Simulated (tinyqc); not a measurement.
# Charge-trap memory cell: what changes with what

Channel, tunnel oxide, storage layer, blocking layer, gate. N electrons per area sit in a sheet at the centroid and shift the threshold by U = (q/eps0) N (tb/eb + xc tn/en). EOT = t1 + 3.9 (tn/en + tb/eb); tunnel field F = (Vg - U)/EOT; dN/dt = eta (J/q)(1 - N/Nm). Fowler-Nordheim: J = A F^2 exp(-B/F), A = q^2/(16 pi^2 hbar mo phi) (times 1e14 for A/cm^2 with F in V/nm, emitter mass m0), B = (4/3) sqrt(mo/C) phi^1.5, C = hbar^2/(2 m0).

Parameters, values chosen for the exercise; oxide values close to those of silicon dioxide, storage layer close to silicon nitride, blocking layer close to aluminium oxide:
- phi = 3.09 eV (tunnel barrier)
- mo = 0.48 m0 (tunnelling mass)
- t1 = 4.5 nm (tunnel oxide (permittivity 3.9))
- tn = 8 nm (storage layer)
- en = 7.1 (its relative permittivity)
- tb = 12.7 nm (blocking layer)
- eb = 9 (its relative permittivity)
- xc = 0.44 (charge centroid, share of tn counted from the blocking side)
- eta = 0.64 (capture efficiency of an empty layer)
- Nm = 1.2e13 cm^-2 (trap density)
- Vg = 17.2 V (gate voltage less flat band and surface potential)

Constants: q = 1.602176634e-19 C, hbar = 1.054571817e-34 J s, m0 = 9.1093837015e-31 kg, eps0 = 8.8541878128e-14 F/cm where lengths are in cm, hbar^2/(2 m0) = 0.0380998212 eV nm^2. Results are converted to the units shown.

Each table varies one quantity; the others keep the values above.

## Effect of the gate voltage

After 0.001 s. The rate equation is integrated from N = 0 to the digits shown; blocking field (3.9 F + q N/eps0)/eb.

Effect of the gate voltage:
```
Vg (V)    N/Nm  U (V)  F (V/nm)  blocking field (V/nm)
15.2    0.2638  1.092    0.9799                 0.4882
16.1    0.4391  1.818    0.9920                 0.5358
16.9    0.5939  2.459     1.003                 0.5779
17.8    0.7563  3.131     1.019                 0.6239
18.6    0.8800  3.644     1.039                 0.6625
19.5    0.9745  4.035     1.074                 0.7006
20.3    0.9993  4.138     1.123                 0.7275
21.2     1.000  4.141     1.185                 0.7547
```

What does the table show?

U rises from 1.09 to 4.14 V; the slope between neighbouring rows is at most 0.807 and 0.00300 between the last two rows. In the upper rows it falls short of the 1 of a floating gate because capture weakens as the traps fill (100 % in the last row); where little charge has entered in the time given, the slope is small in any case. The blocking field reaches 7.55 MV/cm, where electrons may escape to the gate, which the model leaves out.

## Threshold shift against programming time

Same model as above.

Threshold shift against programming time:
```
t (s)       N/Nm    U (V)  F (V/nm)  blocking field (V/nm)
9e-7     0.01884  0.07799     1.189                 0.5199
4.9e-6   0.08181   0.3388     1.171                 0.5272
2.6e-5    0.2316   0.9592     1.128                 0.5447
0.00014   0.4305    1.782     1.071                 0.5679
0.00077   0.6227    2.578     1.016                 0.5903
0.0042    0.7861    3.255    0.9685                 0.6094
0.023     0.9140    3.784    0.9318                 0.6243
0.12      0.9874    4.088    0.9107                 0.6328
0.66       1.000    4.141    0.9070                 0.6343
```

U rises from 0.0780 to 4.14 V, by 0.071 V a decade at the end. The traps are 100 % full, so filling caps the shift at 4.14 V. The blocking field reaches 6.34 MV/cm, where electrons may escape to the gate, which the model leaves out.

Range of the model: The Fowler-Nordheim form needs F t1 above phi; trap-assisted paths and leakage through the blocking layer are left out.

tinyqc, about 0.07 s, one thread, Intel Xeon 2.30GHz (shared host): `OMP_NUM_THREADS=1 python tinyqc.py 2130033 2130034 out.jsonl`
